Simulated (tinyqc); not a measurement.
What each parameter does: Landau levels of bilayer graphene.

Four-band model without bias: with w = sqrt(2) hv/l, E_N^2 = [g1^2 + (2N - 1) w^2 - sqrt(g1^4 + 2 (2N - 1) g1^2 w^2 + w^4)]/2 for N >= 2, and E = 0 for N = 0, 1. The two-band limit is hbar wc sqrt(N (N - 1)) with hbar wc = w^2/g1. Each level is fourfold; of the eight zero-energy states half belong to the electrons.

In a field B along z: l = 1/sqrt((e/hbar) B) is the magnetic length, n_B = B/(h/e) the number of states per area in one level, hbar wc = 2 muB B/m for mass m in m0; 1/angstrom^2 = 1e16/cm^2.

The zero level takes 4 n_B electrons and each higher level 4 n_B. At zero temperature and without broadening EF sits in the partly filled level.

Constants: e/hbar = 1.519267448e-05 1/(T angstrom^2); h/e = 413566.7697 T angstrom^2; muB = 5.788381798e-05 eV/T.

Parameters, chosen for this exercise (near those of bilayer graphene; the results hold for these values, not for the real material): hv = 6.93 eV angstrom (hbar v); g1 = 0.404 eV (interlayer hopping); B = 12.4 T (magnetic field); n = 2.8 x 1e11/cm^2 (electron sheet density).

The second and third levels from below, nu = n/n_B, and EF.

Results for these values:
```
case  second level (meV)  third level (meV)    nu  EF (meV)
base               55.26              89.42  0.93      0.00
```

What happens to each result for B = 10.5 T, all else kept?

Answer: second level falls from 55.26 to 47.64; third level falls from 89.42 to 77.62; nu rises from 0.93 to 1.10; EF does not change at the printed digits.

The same for each parameter in turn:
```
case                   second level (meV)  third level (meV)    nu  EF (meV)
base                                55.26              89.42  0.93      0.00
B = 10.5 T                          47.64              77.62  1.10      0.00
hv = 8.32 eV angstrom               75.98             120.95  0.93      0.00
g1 = 0.343 eV                       62.43              99.56  0.93      0.00
n = 3.36 x 1e11/cm^2                55.26              89.42  1.12      0.00
```

tinyqc: `OMP_NUM_THREADS=1 python tinyqc.py 1251681 1251682 out.jsonl`; about 0.01 s, one thread, shared Intel(R) Xeon(R) Processor @ 2.30GHz.
